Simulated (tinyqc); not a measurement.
Size effects in the resistivity of thin metal films and interconnect lines: one step, computed by the program tinyqc.

Electrons lose their drift at surfaces (a share 1 - p of the hits) and at grain boundaries (reflection R), besides bulk scattering. The line sits in a trench with a non-conducting liner on both walls and the bottom; the spacing equals the drawn width.

Problem. Grain boundaries. Mayadas-Shatzkes: alpha = (lambda/D) R/(1 - R); rho_b/rho = 1 - 3 alpha/2 + 3 alpha^2 - 3 alpha^3 ln(1 + 1/alpha).

Inputs (values chosen for the exercise, modelled on aluminium): bulk mean free path lambda = 19.9 nm; grain-boundary reflection R = 0.61.

Geometry: line.

grain size D = 32.85 nm

Give: alpha; rho/rho_b from grains.

Solution.

alpha = 0.9475

rho/rho_b from grains = 2.307

The linear estimate 1 + 3 alpha/2 gives 2.421, 5 % high; at large alpha the slope is 4/3.
